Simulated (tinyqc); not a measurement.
Minority-electron transport through the base of a bipolar transistor (Moll-Ross and Kroemer integrals): one step, computed by the program tinyqc.

Low injection, one dimension, x from the emitter edge (0) to the collector edge (W), s = x/W. Recombination is treated as a small correction (valid for tau_B well below tau_n), computed from the stored charge.

Task: Profile and built-in field. N(x) = N_0 (ratio)^(-s^2); n_i(x)^2 = n_i^2 exp(s dE_g/k_B T); D(x) = (k_B T/e) mu, mu = mu_min + (mu_max - mu_min)/(1 + (N/N_ref)^0.7). Field that drives electrons towards the collector, averaged over the base: (k_B T/e) ln[N_0 n_i(W)^2/(N(W) n_i^2)]/W.

Inputs (values chosen for the exercise, modelled on silicon):

| quantity | value | unit |
|---|---|---|
| base doping at the emitter edge N_0 | 4.5e+18 | 1/cm^3 |
| base width W | 120 | nm |
| mu_min | 200 | cm^2/(V s) |
| mu_max | 1380 | cm^2/(V s) |
| N_ref | 1.6e+17 | 1/cm^3 |
| temperature T | 300 | K |
| doping ratio N_0/N(W) | 11 | - |
| gap narrowing across the base dE_g | 66 | meV |

Base doping profile: Gaussian. Gap grading: linear. Exit of the base: saturation velocity.

Constants: k_B = 8.617333262e-05 eV/K.

Give: Across the base; drift factor eta (potential drop in k_B T/e); mean built-in field.

Result:

Across the base:

| s | N (1/cm^3) | n_i(x)^2/n_i^2 | D (cm^2/s) | y (s/cm^5) |
|---|---|---|---|---|
| 0.0 | 4.500e+18 | 1.00 | 7.86 | 5.724e+17 |
| 0.2 | 4.088e+18 | 1.67 | 8.03 | 3.055e+17 |
| 0.4 | 3.066e+18 | 2.78 | 8.60 | 1.284e+17 |
| 0.6 | 1.898e+18 | 4.63 | 9.76 | 4.204e+16 |
| 0.8 | 9.699e+17 | 7.71 | 11.90 | 1.057e+16 |
| 1.0 | 4.091e+17 | 12.85 | 15.58 | 2.044e+15 |

drift factor eta (potential drop in k_B T/e) = 4.951

mean built-in field = 10.67 kV/cm
